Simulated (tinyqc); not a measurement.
Slope factor and drain-induced lowering from three currents.

Inverse problem. With source and body at 0 V, I = A exp((Vg + dd Vd)/(nf Vt)) (1 - exp(-Vd/Vt)). Find nf, the swing nf Vt ln 10 and dd.

Parameters, values chosen for the exercise:
- T = 330 K (temperature)

Constants: q = 1.602176634e-19 C, kB = 1.380649e-23 J/K, Vt = kB T/q. Results are converted to the units shown.

currents at (Vg, Vd) = (0, 0.05), (0, 0.9) and (0.1, 0.9) V (nA/um): [0.0036111526, 0.033487383, 0.48067893]

Solution. The pair at equal Vd gives nf; the pair at equal Vg, after dividing out the factors 1 - exp(-Vd/Vt), gives dd.

nf = 1.320
swing = 86.43 mV/decade
dd = 0.09000

tinyqc, about 0.04 s, one thread, Intel Xeon 2.30GHz (shared host): `OMP_NUM_THREADS=1 python tinyqc.py 2242201 2242202 out.jsonl`
